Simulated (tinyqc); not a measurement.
Sublattice potential against complex hopping: Haldane model. Computed by the program tinyqc. H_AA = delta - 2 t2 sum cos(k.b + phi), H_BB = -delta - 2 t2 sum cos(k.b - phi), H_AB = -t1 (1 + exp(-i k.a1) + exp(-i k.a2)), b = a1, a2 - a1, -a2, m = 3 sqrt3 t2 sin(phi); the sign of the Chern number follows the orientation k1 then k2.

Honeycomb lattice:
```
parameter      value
t1 (eV)     2.720000
t2 (eV)     0.180000
phi (rad)  -1.070000
```

Gaps at the two valleys (eV) and Chern number of the lower band (12 x 12 mesh):
```
delta    gap 2|delta - m|  gap 2|delta + m|  Chern number
-1.4770            1.3131            4.5949             0
-1.0670            0.4931            3.7749             0
-0.4920            0.6569            2.6249             1
0.0000             1.6409            1.6409             1
0.3280             2.2969            0.9849             1
0.6150             2.8709            0.4109             1
1.0260             3.6929            0.4111             0
1.6410             4.9229            1.6411             0
```

What does the comparison show, and why?

Here |m| = 0.8205 eV. For |delta| < |m| the two valleys have masses of opposite sign and the Chern number is +/-1; one gap closes at |delta| = |m|, and beyond it the band is trivial.
